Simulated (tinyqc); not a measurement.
Pairing against temperature: dopants and charged point defects at anneal temperature: Fermi-level effect, clustering and pairing. Computed by tinyqc, a small Python program. Command: `OMP_NUM_THREADS=1 python tinyqc.py 3029684 3029685 out.jsonl pairing walk`. One thread of a shared host (Intel(R) Xeon(R) Processor @ 2.30GHz), about 0.01 s of CPU time with the checks.

Boltzmann statistics and full ionisation of active dopants. Energies are counted from the valence band; the defect (a vacancy or self-interstitial) has five charge states, with all degeneracy factors one.

Inputs (values chosen for the exercise, with bands modelled on silicon):
```
quantity                                        value    unit
site density N_s                              2.5e+22   cm^-3
pair binding energy E_b                          0.69      eV
pair configurations Z                               4       -
impurity diffusion prefactor D_0              0.00044  cm^2/s
impurity migration energy E_m                    0.89      eV
dielectric constant eps                          11.8       -
active dopant density in the stored part N_2  3.5e+16   cm^-3
```

Dopant: donor. Second part: pairing with a mobile impurity.

Constants: k_B = 8.617333262e-05 eV/K; e^2/(4 pi eps_0) = 14.39964548 eV angstrom.

Method. An oppositely charged mobile impurity (density M) pairs with the dopant: pairs/free = Z (N_2/N_s) exp(E_b/k_B T_2) for M << N_2; capture radius R = e^2/(4 pi eps eps_0 k_B T_2); D_m = D_0 exp(-E_m/k_B T_2); association rate 4 pi R D_m N_2; dissociation rate = association rate/(pairs/free); tau = 1/(sum of both).

Equilibrium and kinetics:
```
T (K)  paired share  time constant (s)  D_m (cm^2/s)  effective D (cm^2/s)
270         1.00000         4.0377e+08    1.0736e-20            2.5306e-28
300         1.00000         9.7867e+06    4.9217e-19            2.2513e-25
340         0.99999         1.9320e+05    2.8255e-17            2.9862e-22
380         0.99987         8.8225e+03    6.9145e-16            8.7165e-20
430         0.99854         4.2284e+02    1.6304e-14            2.3789e-17
480         0.98994         3.8336e+01    1.9900e-13            2.0026e-15
550         0.92170         2.6449e+00    3.0773e-12            2.4096e-13
650         0.55624         1.0495e-01    5.5314e-11            2.4546e-11
```

What does the comparison show, and why?

Half the impurity is paired at T = E_b/(k_B ln(N_s/(Z N_2))) = 662 K. The time constant at 300 K is 9.8e6 s. Below 662 K pairs win, and the effective diffusivity has the activation energy E_m + E_b = 1.58 eV; above it the impurity is free and moves with E_m = 0.89 eV.
